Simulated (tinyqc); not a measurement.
Exponent and activation energy from three stresses.

Question. Oxide breakdown follows t63 = a V^(-n) exp(Ea q/(kB T)). Find n, Ea and the E-model slope gamma = n/E (cm/MV) at the higher voltage, E = V/tox.

Values chosen for this exercise:
- tox = 5.9 nm (oxide thickness)

Constants: q = 1.602176634e-19 C, kB = 1.380649e-23 J/K. Results are converted to the units shown.

t63 at (5.36 V, 398 K), (7.29 V, 398 K) and (7.29 V, 423 K) (s): 45817.886  3.1180107  1.1087754

Answer. The two voltages give n and the two temperatures Ea.

n = 31.2
Ea = 0.600 eV
gamma = 2.53 cm/MV

Program tinyqc, `OMP_NUM_THREADS=1 python tinyqc.py 2070113 2070114 out.jsonl`; Intel Xeon 2.30GHz, shared host, one thread, about 0.01 s.
